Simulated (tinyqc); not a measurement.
Empirical pseudopotential in a few plane waves, step by step. One step of it, computed by the program tinyqc.

Question. Bloch Hamiltonian at G. Basis: the 15 shortest G (labels in 2 pi/a), the same at every k. H(G,G') = c |k + G|^2 delta + VS(|G-G'|^2) cos((G-G').tau) + i VA sin((G-G').tau), tau = a/8 (1,1,1); 1 Ry = 13.605693 eV.

Parameters chosen for this model: fcc lattice, atoms at +/- a/8 (1,1,1); form factors in rydberg at |G|^2 in units of (2 pi/a)^2:
```
parameter                 value      unit
a                      5.310000  angstrom
VS(3)                 -0.207000        Ry
VS(8)                  0.001000        Ry
VS(11)                 0.045000        Ry
VA(3)                  0.032000        Ry
VA(4)                  0.044000        Ry
VA(11)                 0.025000        Ry
hbar^2/2m (2 pi/a)^2   5.334499        eV
```

k point G (2 pi / a): [0, 0, 0]

Give: H(k) at G.

Answer.

H(k) at G (eV):
```
                 +0+0+0           -1-1-1           -1-1+1           -1+1-1
+0+0+0           0.0000   1.9915+0.3079i  -1.9915+0.3079i  -1.9915+0.3079i
-1-1-1   1.9915-0.3079i          16.0035   0.0000-0.5987i   0.0000-0.5987i
-1-1+1  -1.9915-0.3079i   0.0000+0.5987i          16.0035           0.0136
-1+1-1  -1.9915-0.3079i   0.0000+0.5987i           0.0136          16.0035
-1+1+1  -1.9915+0.3079i          -0.0136   0.0000+0.5987i   0.0000+0.5987i
+1-1-1  -1.9915-0.3079i   0.0000+0.5987i           0.0136           0.0136
+1-1+1  -1.9915+0.3079i          -0.0136   0.0000+0.5987i           0.0000
+1+1-1  -1.9915+0.3079i          -0.0136           0.0000   0.0000+0.5987i
+1+1+1   1.9915+0.3079i           0.0000          -0.0136          -0.0136
-2+0+0   0.0000-0.5987i  -1.9915+0.3079i  -1.9915-0.3079i  -1.9915-0.3079i
+0-2+0   0.0000-0.5987i  -1.9915+0.3079i  -1.9915-0.3079i   0.4329-0.2405i
+0+0-2   0.0000-0.5987i  -1.9915+0.3079i   0.4329-0.2405i  -1.9915-0.3079i
+0+0+2   0.0000+0.5987i  -0.4329-0.2405i   1.9915+0.3079i  -0.4329+0.2405i
+0+2+0   0.0000+0.5987i  -0.4329-0.2405i  -0.4329+0.2405i   1.9915+0.3079i
+2+0+0   0.0000+0.5987i  -0.4329-0.2405i  -0.4329+0.2405i  -0.4329+0.2405i

                 -1+1+1           +1-1-1           +1-1+1           +1+1-1
+0+0+0  -1.9915-0.3079i  -1.9915+0.3079i  -1.9915-0.3079i  -1.9915-0.3079i
-1-1-1          -0.0136   0.0000-0.5987i          -0.0136          -0.0136
-1-1+1   0.0000-0.5987i           0.0136   0.0000-0.5987i           0.0000
-1+1-1   0.0000-0.5987i           0.0136           0.0000   0.0000-0.5987i
-1+1+1          16.0035           0.0000           0.0136           0.0136
+1-1-1           0.0000          16.0035   0.0000-0.5987i   0.0000-0.5987i
+1-1+1           0.0136   0.0000+0.5987i          16.0035           0.0136
+1+1-1           0.0136   0.0000+0.5987i           0.0136          16.0035
+1+1+1   0.0000+0.5987i          -0.0136   0.0000+0.5987i   0.0000+0.5987i
-2+0+0   1.9915-0.3079i   0.4329-0.2405i  -0.4329-0.2405i  -0.4329-0.2405i
+0-2+0  -0.4329-0.2405i  -1.9915-0.3079i   1.9915-0.3079i  -0.4329-0.2405i
+0+0-2  -0.4329-0.2405i  -1.9915-0.3079i  -0.4329-0.2405i   1.9915-0.3079i
+0+0+2  -1.9915+0.3079i  -0.4329+0.2405i  -1.9915+0.3079i   0.4329+0.2405i
+0+2+0  -1.9915+0.3079i  -0.4329+0.2405i   0.4329+0.2405i  -1.9915+0.3079i
+2+0+0   0.4329+0.2405i   1.9915+0.3079i  -1.9915+0.3079i  -1.9915+0.3079i

                 +1+1+1           -2+0+0           +0-2+0           +0+0-2
+0+0+0   1.9915-0.3079i   0.0000+0.5987i   0.0000+0.5987i   0.0000+0.5987i
-1-1-1           0.0000  -1.9915-0.3079i  -1.9915-0.3079i  -1.9915-0.3079i
-1-1+1          -0.0136  -1.9915+0.3079i  -1.9915+0.3079i   0.4329+0.2405i
-1+1-1          -0.0136  -1.9915+0.3079i   0.4329+0.2405i  -1.9915+0.3079i
-1+1+1   0.0000-0.5987i   1.9915+0.3079i  -0.4329+0.2405i  -0.4329+0.2405i
+1-1-1          -0.0136   0.4329+0.2405i  -1.9915+0.3079i  -1.9915+0.3079i
+1-1+1   0.0000-0.5987i  -0.4329+0.2405i   1.9915+0.3079i  -0.4329+0.2405i
+1+1-1   0.0000-0.5987i  -0.4329+0.2405i  -0.4329+0.2405i   1.9915+0.3079i
+1+1+1          16.0035  -0.4329-0.2405i  -0.4329-0.2405i  -0.4329-0.2405i
-2+0+0  -0.4329+0.2405i          21.3380           0.0136           0.0136
+0-2+0  -0.4329+0.2405i           0.0136          21.3380           0.0136
+0+0-2  -0.4329+0.2405i           0.0136           0.0136          21.3380
+0+0+2  -1.9915-0.3079i          -0.0136          -0.0136           0.0000
+0+2+0  -1.9915-0.3079i          -0.0136           0.0000          -0.0136
+2+0+0  -1.9915-0.3079i           0.0000          -0.0136          -0.0136

                 +0+0+2           +0+2+0           +2+0+0
+0+0+0   0.0000-0.5987i   0.0000-0.5987i   0.0000-0.5987i
-1-1-1  -0.4329+0.2405i  -0.4329+0.2405i  -0.4329+0.2405i
-1-1+1   1.9915-0.3079i  -0.4329-0.2405i  -0.4329-0.2405i
-1+1-1  -0.4329-0.2405i   1.9915-0.3079i  -0.4329-0.2405i
-1+1+1  -1.9915-0.3079i  -1.9915-0.3079i   0.4329-0.2405i
+1-1-1  -0.4329-0.2405i  -0.4329-0.2405i   1.9915-0.3079i
+1-1+1  -1.9915-0.3079i   0.4329-0.2405i  -1.9915-0.3079i
+1+1-1   0.4329-0.2405i  -1.9915-0.3079i  -1.9915-0.3079i
+1+1+1  -1.9915+0.3079i  -1.9915+0.3079i  -1.9915+0.3079i
-2+0+0          -0.0136          -0.0136           0.0000
+0-2+0          -0.0136           0.0000          -0.0136
+0+0-2           0.0000          -0.0136          -0.0136
+0+0+2          21.3380           0.0136           0.0136
+0+2+0           0.0136          21.3380           0.0136
+2+0+0           0.0136           0.0136          21.3380
```
